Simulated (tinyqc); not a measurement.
Inside a calculation. Model: vertical double-diffused power MOSFET, components of the on-resistance.

Program tinyqc, `OMP_NUM_THREADS=1 python tinyqc.py 2230066 2230067 out.jsonl`; Intel Xeon 2.30GHz, shared host, one thread, about 0.01 s. Printed values are rounded.

Stripe cells of pitch Wp + a, two channels a cell. Current flows through the channels, spreads in the accumulation layer, passes the gap between the p bodies and spreads at 45 degrees into the drift layer below them. Low drain voltage, full ionisation.

Parameters, values chosen for the exercise; bulk values close to those of silicon:

| symbol | value | unit | meaning |
|---|---|---|---|
| T | 450 | K | temperature |
| eps_r | 12 |  | relative permittivity |
| Kc | 4100 | V/cm per (cm^-3)^(1/8) | critical-field constant |
| BV | 30 | V | rated breakdown voltage of the drift layer |
| mud | 1230 | cm^2/(V s) | drift mobility at 300 K |
| bt | 2.3 |  | temperature exponent of the drift mobility |
| tox | 57 | nm | gate oxide thickness (eps_r 3.9) |
| Vov | 11 | V | gate overdrive |
| mch | 230 | cm^2/(V s) | channel mobility |
| mac | 340 | cm^2/(V s) | accumulation-layer mobility |
| Lc | 1.3 | um | channel length |
| Wp | 3.6 | um | width of the p body in one cell, channels included |
| a | 1.4 | um | gap between neighbouring p bodies |
| xp | 0.8 | um | depth of the p body |
| Nj | 2 |  | doping of the gap over the drift doping |
| Vbi | 0.634 | V | built-in voltage of the body junction |
| Rs | 0.07 | mohm cm^2 | substrate and contact resistance |

Constants: q = 1.602176634e-19 C, eps0 = 8.8541878128e-14 F/cm where lengths are in cm. Results are converted to the units shown.

## Drift layer

Triangular field at breakdown with Ec = Kc N^(1/8): BV = eps0 eps_r Ec^2/(2 q N), so N = (eps0 eps_r Kc^2/(2 q BV))^(4/3); W = 2 BV/Ec; mu = mud (T/300 K)^(-bt); rho = 1/(q mu N); ideal resistance rho W.

N = 2.28410e16 cm^-3
Ec = 0.454593 MV/cm
W = 1.31986 um
mu = 484.056 cm^2/(V s)
rho = 0.564520 ohm cm
ideal resistance = 0.0745088 mohm cm^2

## Components of the on-resistance

Pitch p = Wp + a, Cox = 3.9 eps0/tox; zero-bias depletion in the gap w0 = sqrt(2 eps0 eps_r Vbi/(q N Nj)), open gap g = a - 2 w0; R_ch = Lc p/(2 mch Cox Vov); R_acc = 0.6 a p/(4 mac Cox Vov), 0.6 being an empirical factor for current leaving the layer along its length; R_gap = (rho/Nj) xp p/g; spreading depth t = min(W, (p - g)/2); R_drift = (rho p/2) ln((g + 2 t)/g) + rho (W - t); R_on = the sum with Rs.

w0 = 0.135674 um
g = 1.12865 um
components (mohm cm^2): channel 0.212043, accumulation 0.0463425, gap 0.100034, drift 0.170149, substrate 0.07
R_on = 0.598569 mohm cm^2
shares (%): channel 35.4250, accumulation 7.7422, gap 16.7123, drift 28.4260, substrate 11.6946

The channel term is the largest. R_on is 8.03 times the ideal drift resistance, and spreading raises the drift term to 2.28 times it.
